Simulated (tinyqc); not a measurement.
BHZ model on a square lattice (one spin block), step by step. Values are carried at full precision from step to step, so a last printed digit may differ when a step is redone from the rounded ones.

h(k) = e0 + d.s with s the Pauli matrices in the basis (E, H), k in units of 1/a: dx = (A/a) sin kx, dy = (A/a) sin ky, dz = M - (2B/a^2)(2 - cos kx - cos ky), e0 = -(2D/a^2)(2 - cos kx - cos ky). The other spin block is h*(-k). For small k this is the continuum model with dz = M - B k^2.

Values chosen for the exercise (of the size used for HgTe wells; not measured data): A = 3.71 eV angstrom; B = -67.3 eV angstrom^2; D = -47 eV angstrom^2; M = -0.0061 eV (mass term); a = 20 angstrom (grid spacing); k = (-0.23, 0.12) 1/a (wave vector); nk = 40 (points along kx).

## One k point

Form e0, d and E = e0 -/+ |d|.

e0 = 7.878 meV

dx, dy, dz (meV): [-42.290, 22.207, 5.181]

levels (meV): [-40.168, 55.924]

## Signs of dz at the four invariant points

dz = M, M - 4B/a^2 (twice), M - 8B/a^2 at (0,0), (pi,0), (0,pi), (pi,pi). The product of the signs is (-1)^nu. C = (s00 - s0p - sp0 + spp)/2 is the Chern number of the lower band of this block, in the sense Omega = curl of i<u|grad u>.

dz (meV): (0,0) -6.10, (pi,0) 666.90, (0,pi) 666.90, (pi,pi) 1339.90

nu (Z2 index) = 1
C = -1

M/B > 0: the bands are inverted at Gamma alone, a quantum spin Hall insulator.

## Wilson loop

For each ky: x = -(1/2 pi) arg of the product of <u_j|u_(j+1)> over nk points kx = 2 pi j/nk of the lower band, folded into (-1/2, 1/2]. x is the centre of the hybrid Wannier function; minus its winding over ky from -pi to pi (followed on 61 points) is C.

Centres:
```
ky        x (a)
-3.142   0.0000
-1.500   0.0135
-0.700   0.0588
-0.350   0.1223
-0.150   0.2003
0.000    0.5000
0.150   -0.2003
0.350   -0.1223
0.700   -0.0588
1.500   -0.0135
3.142    0.0000
```

C from the winding = -1

The centre winds once across the cell, 76 % of the way within |ky| < 0.35; the other spin winds oppositely, so the pair switches partners.

## Edge state of the continuum model

At a hard wall the state is exp(-l1 y) - exp(-l2 y). At kx = 0: E = -D M/B, slope hbar v = A sqrt(1 - D^2/B^2), l = F -/+ sqrt(F^2 - M/B) with F = |A|/(2 sqrt(B^2 - D^2)); complex l means an oscillating tail. Penetration 1/Re(l1).

E at kx = 0 = 4.260 meV
hbar v = 2.6554 eV angstrom

l1, l2 (1/angstrom): [0.00120, 0.07582]

penetration = 836.6 angstrom

## Checks

- Chern number from the winding against the sign formula: both -1.0.

Computed by tinyqc, a small Python program: `OMP_NUM_THREADS=1 python tinyqc.py 1480928 1480929 out.jsonl` (the numbers bound the seed that draws the inputs); one thread of a shared host (Intel(R) Xeon(R) Processor @ 2.30GHz), about 0.08 s for the whole set of steps.
